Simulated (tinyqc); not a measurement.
p-n heterojunction, non-linear Poisson equation by Newton steps, Fermi-Dirac statistics: one step of the calculation.

One dimension, material 1 (p-type) at x < 0 and material 2 (n-type) at x > 0. Band edges: Ec = -psi in material 1 and -psi + dEc in material 2, Ev = Ec - Eg. Flat quasi-Fermi levels: 0 for holes, +V for electrons. n = Nc F((EFn - Ec)/Vt), p = Nv F((Ev - EFp)/Vt), with F(eta) = F_1/2(eta) = (2/sqrt(pi)) int_0^infinity sqrt(u) du/(1 + exp(u - eta)) (Fermi-Dirac statistics); full ionisation, no interface charge, classical densities; the doping types are chosen for the exercise.

Task. Band edges, densities and displacement. Ec, Ev, n and p as defined; D = a_k (psi_(k+1) - psi_k) on the interval that holds the interface.

Parameters, values chosen for the exercise; band and dielectric values close to those of InAlAs and In0.53Ga0.47As:
```
symbol,value,unit,meaning
T,300,K,temperature
Eg1,1.43,eV,band gap of material 1
Nc1,5.04e17,cm^-3,conduction-band density of states of material 1
Nv1,9.98e18,cm^-3,valence-band density of states of material 1
Eg2,0.753,eV,band gap of material 2
Nc2,2.08e17,cm^-3,conduction-band density of states of material 2
Nv2,7.71e18,cm^-3,valence-band density of states of material 2
dEc,-0.52,eV,conduction-band offset Ec2 - Ec1
N1,2.2e16,cm^-3,acceptor density of material 1
N2,2.2e16,cm^-3,donor density of material 2
V,0.09,V,bias of side 1 against side 2
```

Constants: q = 1.602176634e-19 C, kB = 1.380649e-23 J/K, Vt = kB T/q. Results are converted to the units shown.

```
node  x (nm)  converged psi (V)  material
0       -409         -1.2718758         1
1       -297         -1.2717518         1
2       -206         -1.2702220         1
3       -132         -1.2567421         1
4      -70.6         -1.1859687         1
5      -20.5         -1.0410823         1
6       20.5         -0.8729452         2
7       71.1         -0.7447308         2
8        134         -0.6816285         2
9        211         -0.6688076         2
10       306         -0.6672472         2
11       423         -0.6671111         2
```

coupling a_i, interval 0 to 10 (F/cm^2): 9.7237955e-8  1.1967748e-7  1.4717096e-7  1.7737217e-7  2.1737826e-7  2.8279535e-7  2.4497753e-7  1.9707254e-7  1.6098523e-7  1.3048277e-7  1.0594755e-7

Give: Ec; Ev; n; p; D.

Result.

```
node  Ec (eV)  Ev (eV)  n (cm^-3)  p (cm^-3)
0       1.272  -0.1581   0.007044   2.200e16
1       1.272  -0.1582   0.007077   2.189e16
2       1.270  -0.1598   0.007509   2.064e16
3       1.257  -0.1733    0.01265   1.226e16
4       1.186  -0.2440     0.1954   7.935e14
5       1.041  -0.3889      53.08   2.921e12
6       0.353  -0.4001   7.957e12   1.467e12
7       0.225  -0.5283   1.132e15   1.029e10
8       0.162  -0.5914   1.275e16    8.963e8
9       0.149  -0.6042   2.065e16    5.458e8
10      0.147  -0.6058   2.189e16    5.139e8
11      0.147  -0.6059   2.200e16    5.112e8
```

D = 47.55 nC/cm^2

Program tinyqc, `OMP_NUM_THREADS=1 python tinyqc.py 2040137 2040138 out.jsonl`; Intel Xeon 2.30GHz, shared host, one thread, about 0.2 s.
